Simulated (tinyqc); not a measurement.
Approximations to the ground state: Holstein polaron on two sites. Computed by tinyqc, a small Python program. Command: `OMP_NUM_THREADS=1 python tinyqc.py 3025216 3025217 out.jsonl holstein walk`. One thread of a shared host (Intel(R) Xeon(R) Processor @ 2.30GHz), about 0.01 s of CPU time with the checks.

One electron on sites 1 and 2: H = -t (c1+ c2 + c2+ c1) + hbar omega sum_i b_i+ b_i - g hbar omega sum_i n_i (b_i + b_i+). The symmetric phonon shifts the energy by -g^2 hbar omega/2 and drops out; with b = (b_1 - b_2)/sqrt(2) there remains H = -t sigma_x + hbar omega b+ b - (g hbar omega/sqrt(2)) sigma_z (b + b+). Parity splits it into blocks p = +1 and -1 over phonon numbers n. Zero-point energies are left out. Weights Z refer to mode b alone; the displaced symmetric mode multiplies the full zero-phonon weight by exp(-g^2/2).

Inputs (values chosen for the exercise, for a model dimer): hopping t = 11 meV; phonon energy hbar omega = 94 meV; coupling g = 0.235.

Method:
- Polaron binding energy E_p = g^2 hbar omega; ratio E_p/t (the adiabatic potential has two wells when it exceeds 1); adiabaticity hbar omega/t.
- Block p: H_nn = n hbar omega - p t (-1)^n - g^2 hbar omega/2, H_(n,n+1) = -(g hbar omega/sqrt(2)) sqrt(n + 1).
- Use 60 levels in both blocks; Z = c_0^2 is the weight of n = 0 in the ground state c; the splitting is the lowest odd level less the lowest even one, which without coupling is the smaller of 2t and hbar omega; <sigma_x> = sum (-1)^n c_n^2 measures the kinetic energy.
- Second order: E = -t - E_p/2 - (E_p/2) hbar omega/(hbar omega + 2t). Lang-Firsov: E = -E_p - t exp(-g^2). Variable displacement: E(x) = -E_p/2 - t exp(-g^2 x^2) - (E_p/2)(2x - x^2), minimised over 0 <= x <= 1. Adiabatic, classical lattice: E = -E_p/2 - t for E_p < t, else -E_p - t^2/(2 E_p); it leaves out the change of zero-point energy.

E_p = 5.19115 meV

E_p/t = 0.471923

ground-state energy = -15.7078 meV

hbar omega/t = 8.54545

splitting/(2t) = 0.943598

Ground-state energy (meV):

| method | E | E - exact |
|---|---|---|
| second order in g | -15.699 | 0.0089 |
| Lang-Firsov | -15.600 | 0.1076 |
| variable displacement | -15.706 | 0.0016 |
| adiabatic, classical | -13.596 | 2.1122 |

best displacement x = 0.81593

Closest here is variable displacement (0.00 meV), furthest adiabatic, classical (+2.11 meV), at hbar omega/t = 8.55 and E_p/t = 0.47. Lang-Firsov and variable displacement are variational and lie above the exact value. The Lang-Firsov narrowing exp(-g^2) = 0.946 compares with the exact splitting ratio 0.944.

Extremes, crossings and ranges named in words are read from the listed rows.
